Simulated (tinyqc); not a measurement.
# Worked calculation: bandgap voltage reference from two bipolar transistors

Computed by the program tinyqc: `OMP_NUM_THREADS=1 python tinyqc.py 2062164 2062165 out.jsonl`, one thread of a shared Intel Xeon 2.30GHz, about 0.02 s for the whole run. Printed values are rounded.

Two transistors of area 1 and N carry the same current I. Is(T) = Is (T/T0)^eta exp[(Vg0 q/kB)(1/T0 - 1/T)], VBE1 = Vt ln(I/Is(T)) + I rb, VBE2 = Vt ln(I/(N Is(T))) + I rb/N. The amplifier forces I R1(T) = VBE1 - VBE2 + Vos, with R(T) = R (1 + tc (T - T0)) for both resistors, and the output is Vref = VBE1 + I R2(T). Base currents and the Early effect are neglected.

Inputs (values chosen for the exercise); values of the order met in silicon bipolar transistors: reference temperature T0 = 300 K; band-gap voltage extrapolated to 0 K Vg0 = 1.146 V; temperature exponent of the saturation current eta = 4.1; saturation current of the unit transistor at T0 Is = 1.3e-17 A; area ratio of the second transistor N = 4; resistor across which the difference of VBE falls, at T0 R1 = 2.4 kohm; temperature coefficient of both resistors tc = 0 ppm/K; offset of the amplifier Vos = 0 mV; series resistance of the unit transistor rb = 0 ohm; output resistor at T0 R2 = 32.33 kohm; temperature T = 253 K.

Constants: q = 1.602176634e-19 C, kB = 1.380649e-23 J/K. Results are converted to the units shown.

## Operating point at the reference temperature

Vt = kB T/q; I = (Vt ln N + Vos)/(R1(T) - rb (1 - 1/N)). Evaluate at T = T0.

Vt = 0.02585200 V
I = 14.93270 uA
Is(T) = 1.3e-17 A
VBE1 = 0.7179003 V
I R2 = 0.4827742 V
Vref = 1.200675 V

## Operating point at another temperature

Vt = kB T/q; I = (Vt ln N + Vos)/(R1(T) - rb (1 - 1/N)).

Vt = 0.02180185 V
I = 12.59324 uA
Is(T) = 1.714315e-21 A
VBE1 = 0.7964854 V
I R2 = 0.4071396 V
Vref = 1.203625 V

From T0 to T, VBE1 changes by 78.6 mV and I R2 by -75.6 mV, which leaves 2.95 mV in Vref.

## Resistor for zero slope at T0, ideal case

With tc = 0, Vos = 0 and rb = 0 the current is proportional to T, dVBE/dT = (VBE - Vg0 - (eta - 1) Vt)/T, and Vref has zero slope at T0 when Vref = Vg0 + (eta - 1) Vt0. Find VBE1, its slope, that Vref, R2/R1 and the curvature d2Vref/dT2 = -(eta - 1) kB/(q T0).

VBE1 = 0.7179003 V
dVBE/dT = -1.694136 mV/K
Vref = 1.226141 V
R2/R1 = 14.18143
curvature = -0.8904578 uV/K^2
